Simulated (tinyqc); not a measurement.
CMOS latch-up, two-transistor model: effect of the substrate resistance shunting the npn.

A parasitic pnp (emitter at Vdd, base shunted by Rw) and npn (emitter at ground, base shunted by Rs) feed each other: the npn collector current flows out of the pnp base node, the pnp collector current into the npn base node. Forward-active transistors with constant gains: Icn = Isn exp(Vn/Vt), Icp = Isp (exp(Vp/Vt) - 1). A current Ii is injected into the npn base node.

Node equations: Vp/Rw + Icp/bp = Icn and Vn/Rs + Icn/bn = Icp + Ii. Loop gain G = gn gp/[(1/Rw + gp/bp)(1/Rs + gn/bn)], gn = Icn/Vt, gp = (Icp + Isp)/Vt; the off state ends where G = 1, and Ii there is the trigger current. On state with both base-emitter voltages at Von: npn base current Ib = (Von/Rs + bp Von/Rw)/(bn bp - 1), holding current Ih = (bn + 1) Ib + Von/Rs, holding voltage Vh = Vsat + Von + R2 (Ib + Von/Rs).

Parameters, values chosen for the exercise; values close to those of bulk CMOS: temperature T = 300 K; current gain of the npn bn = 20.5; current gain of the pnp bp = 0.7; saturation current of the npn at T Isn = 2.7e-16 A; saturation current of the pnp at T Isp = 2.4e-15 A; well resistance shunting the pnp Rw = 4800 ohm; resistance from the pnp collector to the npn base R2 = 400 ohm; base-emitter voltage in the on state Von = 0.75 V; saturation voltage Vsat = 0.06 V; supply voltage Vdd = 2.5 V.

Constants: q = 1.602176634e-19 C, kB = 1.380649e-23 J/K, Vt = kB T/q. Results are converted to the units shown.

Results:

| Rs (ohm) | Vn at trigger (V) | trigger current (mA) | Ih (mA) | Vh (V) |
|---|---|---|---|---|
| 52 | 0.7414 | 13.85 | 37.83 | 7.015 |
| 100 | 0.7248 | 7.079 | 19.75 | 4.038 |
| 190 | 0.7093 | 3.679 | 10.48 | 2.510 |
| 720 | 0.6932 | 0.9649 | 2.895 | 1.261 |
| 1400 | 0.6916 | 0.4978 | 1.575 | 1.044 |
| 2700 | 0.6906 | 0.2601 | 0.9013 | 0.9327 |
| 5200 | 0.6899 | 0.1372 | 0.5527 | 0.8753 |

Estimate the missing row, Rs = 370 ohm.

Computed row:

| Rs (ohm) | Vn at trigger (V) | trigger current (mA) | Ih (mA) | Vh (V) |
|---|---|---|---|---|
| 370 | 0.6974 | 1.878 | 5.468 | 1.685 |

With this row back in the table: As Rs goes from 52 to 5200 ohm, the trigger current falls from 13.9 to 0.137 mA, Ih falls from 37.8 to 0.553 mA and Vh falls from 7.01 to 0.875 V. Vh exceeds the supply Vdd = 2.5 V, which then cannot sustain a latched state, in 3 of the 8 rows. The trigger current goes as Rs^(-1.00): most of it flows through the shunt.

Computed by the program tinyqc: `OMP_NUM_THREADS=1 python tinyqc.py 2670135 2670136 out.jsonl`, one thread of a shared Intel Xeon 2.30GHz, about 0.06 s for the whole run.
